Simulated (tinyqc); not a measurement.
## Reduced doping and fringe capacitance from two biases

Problem. C = eps0 eps_r hr/W + Cf with W = sqrt(2 eps0 eps_r (Vb + V)/(q Nr)), 1/Nr = 1/Na + 1/Nd. Find Cf, W at zero bias and Nr.

Parameters, values chosen for the exercise; values close to those of silicon near 1550 nm: relative permittivity of the semiconductor eps_r = 11.7; built-in voltage Vb = 0.98 V; rib height hr = 220 nm.

Constants: q = 1.602176634e-19 C, eps0 = 8.8541878128e-14 F/cm where lengths are in cm. Results are converted to the units shown.

C at V = 0 and 3 V (pF/m): [497.65525, 268.60760]

Answer. C is linear in (Vb + V)^(-1/2); the intercept is Cf.

Cf = 43.0 pF/m
W(0) = 50.1 nm
Nr = 5.04e17 cm^-3

Computed by the program tinyqc: `OMP_NUM_THREADS=1 python tinyqc.py 2650101 2650102 out.jsonl`, one thread of a shared Intel Xeon 2.30GHz, about 0.01 s for the whole run.
